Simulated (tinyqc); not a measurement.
Thermionic emission over a Gaussian spread of barriers: two steps of the calculation.

Metal on an n-type semiconductor with one parabolic valley; V > 0 is forward bias (metal positive). Patches of barrier height b are spread as a Gaussian with mean phi - r2 V and variance sg^2 + r3 V; each carries A* T^2 exp(-b/Vt) [exp(V/Vt) - 1].

Parameters, values chosen for the exercise; band and dielectric values close to those of gallium nitride:
- T = 350 K (temperature)
- me = 0.202 m0 (electron mass)
- phi = 0.72 eV (barrier height seen from the metal)
- sg = 0.032 eV (standard deviation of the barrier heights)
- r2 = -0.008 (shift of the mean barrier per volt, with its sign reversed (rho2))
- r3 = -0.0019 V (change of sg^2 per volt (rho3))
- V = 0.12 V (bias)
- nb = 11 (barrier heights sampled)

Constants: q = 1.602176634e-19 C, kB = 1.380649e-23 J/K, h = 6.62607015e-34 J s, m0 = 9.1093837015e-31 kg, Vt = kB T/q. Results are converted to the units shown.

Problem 1. Apparent barrier, ideality and current. A* = 4 pi q me m0 kB^2/h^3 (times 1e-4 for A/(cm^2 K^2)). The mean of exp(-b/Vt) gives the apparent barrier phi_ap(V) = phi - r2 V - (sg^2 + r3 V)/(2 Vt), J = A* T^2 exp(-phi_ap/Vt) [exp(V/Vt) - 1], and 1/n = 1 + r2 + r3/(2 Vt).

Wanted: A*; phi_ap(0); phi_ap(V); n; J.

Solution 1.

A* = 24.275 A/(cm^2 K^2)
phi_ap(0) = 0.70302 eV
phi_ap(V) = 0.70776 eV
n = 1.0411
J = 0.010038 A/cm^2

Problem 2. The same mean by Simpson's rule. With mean mu and deviation s at this bias, take nb equally spaced b from mu - s^2/Vt - 3.5 s to mu + s, the Gaussian density g(b) and y = g exp(-(b - mu)/Vt); the integral I of y gives phi_ap = mu - Vt ln I.

Wanted: b; g; y; I; phi_ap.

Solution 2.

b, point 0 to 10 (eV): [0.5958, 0.6112, 0.6265, 0.6418, 0.6572, 0.6725, 0.6878, 0.7032, 0.7185, 0.7338, 0.7492]
g, point 0 to 10 (1/eV): [7.559e-4, 0.007267, 0.05199, 0.2768, 1.097, 3.234, 7.097, 11.59, 14.09, 12.74, 8.576]
y, point 0 to 10 (1/eV): [0.04791, 0.2770, 1.192, 3.816, 9.094, 16.13, 21.29, 20.91, 15.28, 8.313, 3.366]
I = 1.507
phi_ap = 0.7086 eV

tinyqc, about 0.01 s, one thread, Intel Xeon 2.30GHz (shared host): `OMP_NUM_THREADS=1 python tinyqc.py 2640063 2640064 out.jsonl`
